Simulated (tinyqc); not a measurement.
## Magnetoresistance against angle

Conductance G = G0 (1 + P1 P2 cos(phi)) at low bias, phi the angle between the magnetisations, normalised to Rp = RA/area at phi = 0.

Values chosen for this exercise: diameter Dm = 47 nm; spin polarisation of the reference layer P1 = 0.59; spin polarisation of the free layer P2 = 0.52; resistance-area product, parallel state RA = 8.6 ohm um^2.

Result of one run:

| R (kohm) | R/Rp - 1 (%) | share of the full TMR (%) |
|---|---|---|
| 5.3230 | 7.3841 | 8.3420 |

Which angle phi gave this result: 0, 45, 70 or 110 degree?

phi = 45 degree.

The whole series:

| phi (degree) | R (kohm) | R/Rp - 1 (%) | share of the full TMR (%) |
|---|---|---|---|
| 0 | 4.9569 | 0 | 0 |
| 20 | 5.0281 | 1.4362 | 1.6225 |
| 45 | 5.3230 | 7.3841 | 8.3420 |
| 70 | 5.8625 | 18.270 | 20.640 |
| 90 | 6.4777 | 30.680 | 34.660 |
| 110 | 7.2371 | 46.000 | 51.967 |
| 135 | 8.2723 | 66.884 | 75.560 |
| 160 | 9.1017 | 83.616 | 94.463 |
| 180 | 9.3447 | 88.517 | 100.00 |

R rises from 4.96 to 9.34 kohm, TMR0 = 88.5 %. It is the conductance that follows cos(phi), so at 90 degrees R has covered only (1 - P1 P2)/2 = 34.7 % of its range.

Program tinyqc, `OMP_NUM_THREADS=1 python tinyqc.py 2450113 2450114 out.jsonl`; Intel Xeon 2.30GHz, shared host, one thread, about 0.01 s.
